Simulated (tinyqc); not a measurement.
From results back to parameters: hole subbands of a hard-walled well, four-band Luttinger model. Two cases, with inputs chosen for the exercise.

Problem. At k = 0 in a hard-walled well HHn = c (g1 - 2 g2)(n pi/L)^2 - Z0 and LHn = c (g1 + 2 g2)(n pi/L)^2 + Z0, c = hbar^2/2m0. Two spacings were computed from hidden g1 and g2.

Constants: hbar^2/2m0 = 3.80998211 eV angstrom^2.

Case 1.

Values chosen (out of a larger set: near those of Ge; not measured data): L = 70 angstrom (well width along [001]); Z0 = -0.0239 eV (shear strain energy).

HH2 - HH1 = 113.960 meV
LH1 - HH1 = 82.659 meV

Case 2.

Values chosen (out of a larger set: near those of InP; not measured data): L = 155 angstrom (well width along [001]); Z0 = 0.0164 eV (shear strain energy).

HH2 - HH1 = 8.921 meV
LH1 - HH1 = 42.817 meV

Find: u = c (pi/L)^2; g2; g1.
Solution. HH2 - HH1 = 3u (g1 - 2 g2) and LH1 - HH1 = 4 u g2 + 2 Z0.

Case 1.

u = c (pi/L)^2 = 7.674 meV
g2 = 4.25
g1 = 13.45

Case 2.

u = c (pi/L)^2 = 1.565 meV
g2 = 1.60
g1 = 5.10

Computed by tinyqc, one run a case: `OMP_NUM_THREADS=1 python tinyqc.py N N+1 out.jsonl` with N = 1282509, 1282559; one thread of a shared Intel(R) Xeon(R) Processor @ 2.30GHz, about 0.1 s a run at most.
